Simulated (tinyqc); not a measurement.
Barrier height from two thicknesses.

Inverse problem. Through a thick flat barrier T = c exp(-2 kappa t) with a prefactor c that does not depend on t, and kappa = sqrt(m1 phi1/C), C = hbar^2/(2 m0). Find kappa, the decades lost for each nanometre, c and phi1.

Parameters, values chosen for the exercise: tunnelling mass of layer 1 m1 = 0.5 m0.

Constants: q = 1.602176634e-19 C, hbar = 1.054571817e-34 J s, m0 = 9.1093837015e-31 kg, hbar^2/(2 m0) = 0.0380998212 eV nm^2. Results are converted to the units shown.

T at t = 1.3 and 1.9 nm: [2.7255768e-7, 1.4274526e-10]

Answer. The ratio of the two values removes c: kappa = ln(T_a/T_b)/(2 (t_b - t_a)).

kappa = 6.295 1/nm
decades a nanometre = 5.468
c = 3.500
phi1 = 3.020 eV

Program tinyqc, `OMP_NUM_THREADS=1 python tinyqc.py 2540161 2540162 out.jsonl`; Intel Xeon 2.30GHz, shared host, one thread, about 0.04 s.
